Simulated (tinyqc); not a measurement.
From single traps to 1/f noise.

13 half-filled traps with time constants tau_j = 1.1e-7 s times 10^(0.5 j), j = 0..12, each shift the threshold by a = 1.45 uV when filled and give the Lorentzian a^2 tau/(1 + (2 pi f tau)^2). For time constants spread evenly in ln tau the sum tends to a^2/(4 f ln(10^0.5)). slope = d ln S/d ln f.

Results:

| f (Hz) | S (uV^2/Hz) | 1/f limit (uV^2/Hz) | slope | j of the largest term |
|---|---|---|---|---|
| 0.01 | 0.3382 | 45.66 | -6.746e-5 | 12 |
| 0.1 | 0.3371 | 4.566 | -0.006706 | 12 |
| 1 | 0.2600 | 0.4566 | -0.4145 | 12 |
| 30 | 0.01496 | 0.01522 | -0.9803 | 9 |
| 30000 | 1.510e-5 | 1.522e-5 | -1.004 | 3 |
| 1e6 | 3.529e-7 | 4.566e-7 | -1.270 | 0 |
| 1e7 | 6.978e-9 | 4.566e-8 | -1.971 | 0 |
| 1e8 | 7.080e-11 | 4.566e-9 | -2.000 | 0 |

Estimate the missing row, f = 1000 Hz.

Computed row:

| f (Hz) | S (uV^2/Hz) | 1/f limit (uV^2/Hz) | slope | j of the largest term |
|---|---|---|---|---|
| 1000 | 4.561e-4 | 4.566e-4 | -0.9960 | 6 |

With this row back in the table: Below the slowest trap (1/(2 pi tau) = 1.4 Hz) the spectrum is flat, slope 0.00 in the first row; above the fastest (1.4e6 Hz) the slope tends to -2 (-2.00 in the last row). In between, at 30, 1000 and 30000 Hz, the slopes are -0.98, -1.00 and -1.00, and S is 0.11 % below the 1/f limit at 1000 Hz.

Program tinyqc, `OMP_NUM_THREADS=1 python tinyqc.py 2150046 2150047 out.jsonl`; Intel Xeon 2.30GHz, shared host, one thread, about 0.01 s.
